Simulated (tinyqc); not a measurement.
Thermal stress, cracking, delamination and buckling of a thin film; Griffith cracks and misfitting inclusions: one step, computed by the program tinyqc.

Isotropic linear elasticity; the substrate is much thicker than the film; stress is positive in tension.

Problem. Elastic mismatch. Dundurs alpha = (Ebar - Ebar_s)/(Ebar + Ebar_s), with Ebar_s = E_s/(1 - nu_s^2). The channel-crack factor is taken as g = 1.258 (1 - alpha)^(-0.7), a rough interpolation chosen for the exercise (1.258 is the value for matched materials).

Inputs (values chosen for the exercise, modelled on a copper film on silicon):
```
quantity                       value  unit
deposition temperature T_d       675     K
final temperature T              300     K
substrate Young's modulus E_s    160   GPa
substrate Poisson ratio nu_s     0.2     -
```

Ebar = 134.5545 GPa

Give: Dundurs alpha; factor g.

Solution.

Dundurs alpha = -0.1066

factor g = 1.172

The stiffer substrate holds the crack faces and lowers the driving force.
